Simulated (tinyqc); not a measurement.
Thin-body transistor below threshold, two-dimensional Poisson equation on a small mesh: effect of the relative permittivity of the insulator.

A thin body on a thick buried insulator of low permittivity, taken as carrying no normal field at the bottom of the body (row 0). Mobile charge is neglected (subthreshold), the body is fully depleted, and potentials are counted from the intrinsic level; rows run upward to the gate, columns from source to drain.

Mesh: rows i = 0..12 in the semiconductor (step hs = tb/12, row 12 on the interface), then 8 step(s) ho = tox/8 up to the gate row 20; columns j = 0..80 (step hy = L/80). Box integration, divided by eps0: up_i = eps hy/h of the interval above row i, dn_i = that of the interval below (0 for row 0), lat_i = (sum of eps h/2 over the intervals above and below)/hy, s_i = -q Na w_i hy/eps0 with w_i the semiconductor height of the box (hs/2 for row 0 and the interface row, hs between, 0 in the insulator). Each free node obeys (up + dn + 2 lat) psi = up psi(above) + dn psi(below) + lat [psi(left) + psi(right)] + s. Fixed values: gate row Vg - Vfb; column 0 at Vbi and the last column at Vbi + Vd in the semiconductor, each running linearly to Vg - Vfb across the insulator. The system is solved directly. On row 0 the minimum of psi and its place come from a parabola through the three lowest nodes; barrier = Vbi - minimum, swing = Vt ln 10/(d psi/dVg), DIBL = (d psi/dVd)/(d psi/dVg) there. Lambda = pi/k with k the smallest positive root of tan(k tox) tan(k tb) = eox/eps_r.

Values chosen for this exercise; semiconductor permittivity close to that of silicon:
- T = 325 K (temperature)
- eps_r = 11.9 (relative permittivity of the semiconductor)
- tb = 3 nm (body thickness)
- tox = 3.6 nm (insulator thickness)
- L = 20 nm (channel length)
- Na = 5e17 cm^-3 (acceptor density of the depleted body)
- Vbi = 0.47 V (potential of the source)
- Vfb = -0.03 V (gate offset)
- Vg = 0 V (gate voltage)
- Vd = 0.7 V (drain voltage)

Constants: q = 1.602176634e-19 C, kB = 1.380649e-23 J/K, Vt = kB T/q, eps0 = 8.8541878128e-14 F/cm where lengths are in cm. Results are converted to the units shown.

Results:
```
eox	L/Lambda	barrier (V)	place y/L	swing (mV/decade)	DIBL (mV/V)
3.9	1.006	0.1701	0.3396	121.0	215.2
5.9	1.186	0.2272	0.3680	101.2	148.8
8.8	1.371	0.2745	0.3877	89.63	105.1
20	1.759	0.3413	0.4130	77.45	55.43
30	1.938	0.3610	0.4207	74.48	42.82
```

Estimate the missing row, eox = 13.

Computed row:
```
eox	L/Lambda	barrier (V)	place y/L	swing (mV/decade)	DIBL (mV/V)
13	1.557	0.3113	0.4017	82.46	76.26
```

With this row back in the table: As eox goes from 3.9 to 30, the barrier rises from 0.170 to 0.361 V, the swing falls from 121 to 74.5 mV a decade and DIBL falls from 215 to 42.8 mV/V; the ideal swing is 64.5. L/Lambda goes from 1.0 to 1.9. In every row the body is under 5 nm thick, where quantum confinement matters.

Numbers from tinyqc (`OMP_NUM_THREADS=1 python tinyqc.py 2480069 2480070 out.jsonl`; about 0.09 s on one thread of a shared Intel Xeon 2.30GHz).
